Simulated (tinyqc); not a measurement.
Inside a calculation. Model: undoped gate-all-around wire MOSFET, analytic charge model.

Computed by the program tinyqc: `OMP_NUM_THREADS=1 python tinyqc.py 2460103 2460104 out.jsonl`, one thread of a shared Intel Xeon 2.30GHz, about 0.03 s for the whole run. Printed values are rounded.

An undoped round wire of radius R under an insulator shell and a surrounding gate; long channel, electrons only, n = ni exp((psi - V)/Vt) with V the quasi-Fermi potential (0 at the source, Vd at the drain), constant mobility, no quantisation. The radial Poisson equation gives n(r) = n(0)/(1 - (1 - b) r^2/R^2)^2 with b = Q0/(Q + Q0). Q is the electron charge per area of the wire surface.

Parameters, values chosen for the exercise; material values close to those of silicon: temperature T = 300 K; band gap Eg = 1.12 eV; relative permittivity of the semiconductor eps_r = 11.8; conduction-band density of states at T Nc = 2.76e19 cm^-3; valence-band density of states at T Nv = 2.65e19 cm^-3; relative permittivity of the gate insulator eox = 9.23; insulator thickness tox = 6.5 nm; wire radius R = 4 nm; gate work function less that of the intrinsic body dphi = 0.24 V; channel mobility mu = 280 cm^2/(V s); gate length L = 0.1 um; gate voltage Vg = 1 V; drain voltage Vd = 0.5 V.

Constants: q = 1.602176634e-19 C, kB = 1.380649e-23 J/K, Vt = kB T/q, eps0 = 8.8541878128e-14 F/cm where lengths are in cm. Results are converted to the units shown.

Range of the model: In a wire this thin, quantum confinement raises the threshold; it is left out. The surface density at the source passes 0.3 Nc, where Boltzmann statistics fail. mu V/L, with V the smaller of Vd and Vg - V0, passes 3e6 cm/s, so velocity saturation, left out here, would lower the current.

## Constants of the wire

ni = sqrt(Nc Nv) exp(-Eg/(2 Vt)), Eg in volts; Cox = eps0 eox/(R ln(1 + tox/R)); Q0 = 4 eps0 eps_r Vt/R; V0 = dphi + Vt ln[8 eps0 eps_r Vt/(q ni R^2)].

ni = 1.058014e10 cm^-3
Cox = 2.117029 uF/cm^2
Q0 = 270.1002 nC/cm^2
V0 = 0.7698622 V

## Iteration 1: charge at the source by Newton steps

Q at the start = 27 nC/cm^2

With V = 0: f = Q/Cox + Vt ln(Q/Q0) + Vt ln(1 + Q/Q0) - (Vg - V0); f' = 1/Cox + Vt/Q + Vt/(Q + Q0); Q(new) = Q - f/f'.

f = -0.2744570 V
f' = 0.001516856 V cm^2/nC
Q after iteration 1 = 207.9381 nC/cm^2

## Iteration 2: charge at the source by Newton steps

As before.

f = -0.1239190 V
f' = 6.507650e-4 V cm^2/nC
Q after iteration 2 = 398.3585 nC/cm^2

## Course of the iteration: charge at the source by Newton steps

Stop when Q changes by less than 1e-8 nC/cm^2, or after 40 iterations.

Course of the iteration:
```
iteration  Q (nC/cm^2)  |change| (nC/cm^2)
1             207.9381                 181
2             398.3585                 190
3             413.1128                14.8
4             413.1539              0.0410
5             413.1539             3.04e-7
6             413.1539                   0
```

Converged in 6 iterations. At the end the number of correct digits about doubles with each step.

## Drain current and line charge

Qs = 413.1539 nC/cm^2
Qd = 0.007906135 nC/cm^2

Q solves Vg - V0 - V = Q/Cox + Vt ln(Q/Q0) + Vt ln(1 + Q/Q0). I = mu (2 pi R/L)[2 Vt (Qs - Qd) + (Qs^2 - Qd^2)/(2 Cox) + Vt Q0 ln((Qd + Q0)/(Qs + Q0))], with Qs at V = 0 and Qd at V = Vd. Electrons per length at the source: 2 pi R Qs/q; surface over centre density: (1 + Qs/Q0)^2.

first term = 1.503230 uA
second term = 2.837036 uA
third term = -0.4560220 uA
I = 3.884245 uA
electrons per length = 0.6480989 1/nm
surface over centre density = 6.399038

The square-law term makes up 73.0 % of the current.
